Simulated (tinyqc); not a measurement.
On-chip power grid, static voltage drop by conjugate gradients: one step of the calculation.

A grid of 4 rows and 4 columns, node k = 4 row + column. Neighbours in a row are joined by Rx, in a column by Ry; pad nodes, which reach the supply through Rp: 0, 15. Each node draws I0, node 8 draws kh I0. The drops u = Vdd - V solve G u = i, with G the conductance matrix (1/Rp added on the diagonal at pad nodes).

Problem. Diagonal of G, loads and first direction. G_kk = sum of the conductances at node k. Start u = 0, so the residual is r = i; p = r.

Values chosen for this exercise: resistance of a horizontal segment Rx = 1.7 ohm; resistance of a vertical segment Ry = 0.83 ohm; resistance from a pad node to the supply Rp = 0.39 ohm; load current of an ordinary node I0 = 11 mA; factor on the load at the hot node kh = 3.

Give: G_kk; r at the start; p at the start.

Solution.

G_kk (S):

|  | col 0 | col 1 | col 2 | col 3 |
|---|---|---|---|---|
| row 0 | 4.357 | 2.381 | 2.381 | 1.793 |
| row 1 | 2.998 | 3.586 | 3.586 | 2.998 |
| row 2 | 2.998 | 3.586 | 3.586 | 2.998 |
| row 3 | 1.793 | 2.381 | 2.381 | 4.357 |

r at the start (mA):

|  | col 0 | col 1 | col 2 | col 3 |
|---|---|---|---|---|
| row 0 | 11.00 | 11.00 | 11.00 | 11.00 |
| row 1 | 11.00 | 11.00 | 11.00 | 11.00 |
| row 2 | 33.00 | 11.00 | 11.00 | 11.00 |
| row 3 | 11.00 | 11.00 | 11.00 | 11.00 |

p at the start (mA):

|  | col 0 | col 1 | col 2 | col 3 |
|---|---|---|---|---|
| row 0 | 11.00 | 11.00 | 11.00 | 11.00 |
| row 1 | 11.00 | 11.00 | 11.00 | 11.00 |
| row 2 | 33.00 | 11.00 | 11.00 | 11.00 |
| row 3 | 11.00 | 11.00 | 11.00 | 11.00 |

Computed by the program tinyqc: `OMP_NUM_THREADS=1 python tinyqc.py 2770194 2770195 out.jsonl`, one thread of a shared Intel Xeon 2.30GHz, about 0.1 s for the whole run.
